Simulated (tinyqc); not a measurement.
From results back to parameters: core-shell quantum dot (spherical envelope functions). Two cases, with inputs chosen for the exercise.

Problem. The lowest electron level was computed from a hidden shell thickness H.

Parabolic bands; strain and other valleys are left out. s states, u = r psi, hard wall at R + H, c = hbar^2/2m0, energies from the band edges of the core. Core: u = sin(k1 r)/k1, k1 = sqrt(m1 E/c). At R, psi and psi'/m are continuous, so u is continuous and its slope in the shell is s = u/R + (m2/m1)(u' - u/R). Shell: u(R + x) = u(R) cos(k2 x) + s sin(k2 x)/k2, k2 = sqrt(m2 (E - V)/c); for negative arguments the functions turn into sinh and cosh. A level has u(R + H) = 0.

Constants: hbar^2/2m0 = 3.80998211 eV angstrom^2.

Find: u(R); s; H.

Case 1.

Values chosen (near those of a Ge/Si core-shell dot; shifted at random, so the results belong to these values and not to a real crystal): R = 25 angstrom (core radius); Vc = -0.051 eV (conduction edge of the shell above that of the core); me1 = 0.125 m0 (electron, core); me2 = 0.251 m0 (electron, shell).

E_e = 0.0193621 eV

Solution.

u(R) = 23.378 angstrom
s = 0.6798
H = 29.0 angstrom

u(R) and s follow from E_e; u(R + H) = 0 gives tan(k2 H) = -k2 u(R)/s, with the first positive root.

Case 2.

Values chosen (near those of a GaAs/AlGaAs core-shell dot; shifted at random, so the results belong to these values and not to a real crystal): R = 34 angstrom (core radius); Vc = 0.27 eV (conduction edge of the shell above that of the core); me1 = 0.066 m0 (electron, core); me2 = 0.092 m0 (electron, shell).

E_e = 0.1993374 eV

Solution.

u(R) = 15.488 angstrom
s = -0.7569
H = 30.0 angstrom

u(R) and s follow from E_e; u(R + H) = 0 gives tanh(kappa H) = -kappa u(R)/s.

Computed by tinyqc, one run a case: `OMP_NUM_THREADS=1 python tinyqc.py N N+1 out.jsonl` with N = 1252737, 1252786; one thread of a shared Intel(R) Xeon(R) Processor @ 2.30GHz, about 0.07 s a run at most.
